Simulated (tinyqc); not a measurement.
# Input admittance of a MOSFET at zero drain bias: distributed channel and distributed gate: effects of single changes

Source and drain grounded, strong inversion, w = 2 pi f, Cox = eps0 eox/tox. The channel is an RC line of resistance 1/(mu Cox Vo) per square fed from both ends, so one finger has the intrinsic admittance y = i w Cox L tanh(g)/g per width, g = (1/2) sqrt(i w tau), tau = L^2/(mu Vo). The vertical resistance rv/L is in series with y, the overlaps 2 i w Cov in parallel: y_t = 1/(1/y + rv/L) + 2 i w Cov. The gate strip is a line of Rsh/L per length loaded by y_t, so a finger has Y = y_t Wf tanh(k)/k, k = (Wf/sd) sqrt(y_t Rsh/L); the device has Nf Y.

Parameters, values chosen for the exercise; values of the order met in silicon radio-frequency transistors: relative permittivity of the gate insulator (close to aluminium oxide) eox = 8.74; insulator thickness tox = 10 nm; channel length L = 0.29 um; finger width Wf = 8 um; number of fingers Nf = 8; channel mobility mu = 240 cm^2/(V s); gate overdrive Vo = 0.75 V; sheet resistance of the gate Rsh = 37 ohm/square; vertical resistivity of the gate stack rv = 0 ohm um^2; number of ends at which a finger is contacted sd = 2; overlap and fringe capacitance on each side Cov = 0.35 fF/um; frequency f = 14 GHz.

Constants: eps0 = 8.8541878128e-14 F/cm where lengths are in cm. Results are converted to the units shown.

Each table varies one quantity; the others keep the values above.

## Input impedance against frequency

Low-frequency limits, with c = Cox L and ct = c + 2 Cov: R_strip = Rsh Wf/(3 sd^2 L Nf), R_ch = (c/ct)^2 L/(12 mu Cox Vo Wf Nf), R_vert = (c/ct)^2 rv/(L Wf Nf), C = ct Wf Nf. Z = 1/(Nf Y) = R + 1/(i w C), Q = |Im Z|/R, far-point signal |1/cosh k|.

The same in every row: low-frequency R (ohm) = 12.21.

Input impedance against frequency:

| f (GHz) | w tau | \|k\| | R (ohm) | C (fF) | Q | signal at the far point |
|---|---|---|---|---|---|---|
| 0.1 | 0.002936 | 0.06145 | 12.21 | 188.4 | 691.9 | 1.000 |
| 0.4 | 0.01174 | 0.1229 | 12.21 | 188.4 | 173.0 | 1.000 |
| 1 | 0.02936 | 0.1943 | 12.21 | 188.4 | 69.20 | 0.9998 |
| 2 | 0.05871 | 0.2748 | 12.21 | 188.4 | 34.60 | 0.9994 |
| 6 | 0.1761 | 0.4760 | 12.20 | 188.2 | 11.55 | 0.9945 |
| 20 | 0.5871 | 0.8684 | 12.15 | 186.0 | 3.523 | 0.9434 |
| 40 | 1.174 | 1.225 | 11.98 | 179.2 | 1.853 | 0.8166 |
| 100 | 2.936 | 1.909 | 11.11 | 149.4 | 0.9589 | 0.4817 |
| 300 | 8.807 | 2.993 | 8.804 | 92.24 | 0.6533 | 0.1648 |

Read the table: what changes, and by how much?

R falls from 12.2 to 8.80 ohm and C falls from 188 to 92.2 fF. Q goes as f^(-1.00) between the first two rows and f^(-0.35) between the last two, where w tau = 8.81 and |k| = 2.99. The low-frequency limits hold both R and C within 5 % up to f = 40 GHz among the rows.

## Effect of the gate overdrive

Same model as above.

Result of one run:

| Vo (V) | w tau | \|k\| | R (ohm) | low-frequency R (ohm) | C (fF) | Q | signal at the far point |
|---|---|---|---|---|---|---|---|
| 0.65 | 0.4742 | 0.7268 | 12.42 | 12.45 | 187.2 | 4.891 | 0.9701 |

What becomes of these results when the gate overdrive Vo is changed from 0.65 to 0.5 V, all else the same?

Result of the changed run:

| Vo (V) | w tau | \|k\| | R (ohm) | low-frequency R (ohm) | C (fF) | Q | signal at the far point |
|---|---|---|---|---|---|---|---|
| 0.5 | 0.6165 | 0.7265 | 12.96 | 12.99 | 187.1 | 4.688 | 0.9679 |

The whole series:

| Vo (V) | w tau | \|k\| | R (ohm) | low-frequency R (ohm) | C (fF) | Q | signal at the far point |
|---|---|---|---|---|---|---|---|
| 0.2 | 1.541 | 0.7234 | 16.46 | 16.54 | 186.3 | 3.707 | 0.9547 |
| 0.35 | 0.8807 | 0.7259 | 13.96 | 14.01 | 186.9 | 4.355 | 0.9640 |
| 0.5 | 0.6165 | 0.7265 | 12.96 | 12.99 | 187.1 | 4.688 | 0.9679 |
| 0.65 | 0.4742 | 0.7268 | 12.42 | 12.45 | 187.2 | 4.891 | 0.9701 |
| 0.8 | 0.3853 | 0.7269 | 12.08 | 12.11 | 187.2 | 5.027 | 0.9715 |
| 0.95 | 0.3245 | 0.7269 | 11.85 | 11.88 | 187.2 | 5.124 | 0.9724 |
| 1.1 | 0.2802 | 0.7270 | 11.68 | 11.71 | 187.2 | 5.198 | 0.9731 |
| 1.25 | 0.2466 | 0.7270 | 11.55 | 11.58 | 187.2 | 5.255 | 0.9736 |

As Vo goes from 0.2 to 1.25, R falls from 16.5 to 11.6 ohm, C stays near 187 fF and Q rises from 3.71 to 5.26. Only the channel term depends on Vo.

Numbers from tinyqc (`OMP_NUM_THREADS=1 python tinyqc.py 2262026 2262027 out.jsonl`; about 0.01 s on one thread of a shared Intel Xeon 2.30GHz).
